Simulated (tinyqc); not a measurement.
Gamma, L and X subbands of a thin body with non-parabolic valleys: one step. Subband edges. Two cases, with inputs chosen for the exercise.

Problem. n = 1 to 8 for each group; list the ten lowest.

Hard walls, flat band, c = hbar^2/2m0, energies from the bulk Gamma edge. For a valley at angle theta to the normal 1/m_z = cos^2/ml + sin^2/mt and m_d = sqrt(ml mt^2/m_z). Subband n starts at E_v + e with e (1 + a e) = c (n pi/t)^2/m_z, and its density-of-states mass is taken as m_d (1 + 2 a e), without further growth at higher in-plane energy. Groups are named by valley and degeneracy.

Constants: hbar^2/2m0 = 3.80998211 eV angstrom^2.

Case 1.

Values chosen (out of a larger set: near those of a thin InAs channel; not measured data): t = 50 angstrom (body thickness).

Groups:
```
group  g  E_v (eV)       m_z       m_d  a (1/eV)
G1     1   0.00000  0.026000  0.026000    2.2500
L2     2   0.71500  0.132627  0.114114    0.6700
L2'    2   0.71500  0.051000  0.184022    0.6700
X2     2   1.00600  0.275213  0.315869    0.6700
X1     1   1.00600  0.157000  0.418208    0.6700
```

Case 2.

Values chosen (out of a larger set: near those of a thin InAs channel; not measured data): t = 86 angstrom (body thickness).

Groups:
```
group  g  E_v (eV)       m_z       m_d  a (1/eV)
G1     1   0.00000  0.026400  0.026400    2.2400
L2     2   0.72700  0.127689  0.110384    0.5100
L2'    2   0.72700  0.049000  0.178191    0.5100
X2     2   1.02700  0.275994  0.313994    0.5100
X1     1   1.02700  0.158000  0.414994    0.5100
```

Give: Subbands.

Solution.

Case 1.

Subbands:
```
subband  g  E (eV)  DOS mass
G1 n=1   1  0.3314    0.0648
G1 n=2   1  0.8160    0.1215
L2 n=1   2  0.8209    0.1303
L2' n=1  2  0.9673    0.2462
X2 n=1   2  1.0588    0.3382
L2 n=2   2  1.0796    0.1699
X1 n=1   1  1.0963    0.4688
X2 n=2   2  1.1995    0.3978
G1 n=3   1  1.3151    0.1799
X1 n=2   1  1.3222    0.5954
```

The lowest subband is G1 n=1, 485 meV below G1 n=2; in the bulk the lowest valley is Gamma.

Case 2.

Subbands:
```
subband  g  E (eV)  DOS mass
G1 n=1   1  0.1453    0.0436
G1 n=2   1  0.4043    0.0742
G1 n=3   1  0.6843    0.1073
L2 n=1   2  0.7660    0.1148
L2' n=1  2  0.8258    0.1961
L2 n=2   2  0.8751    0.1271
G1 n=4   1  0.9707    0.1412
L2 n=3   2  1.0365    0.1452
X2 n=1   2  1.0453    0.3198
X1 n=1   1  1.0587    0.4284
```

The lowest subband is G1 n=1, 259 meV below G1 n=2; in the bulk the lowest valley is Gamma.

Computed by tinyqc, one run a case: `OMP_NUM_THREADS=1 python tinyqc.py N N+1 out.jsonl` with N = 1251071, 1251121; one thread of a shared Intel(R) Xeon(R) Processor @ 2.30GHz, about 0.04 s a run at most.
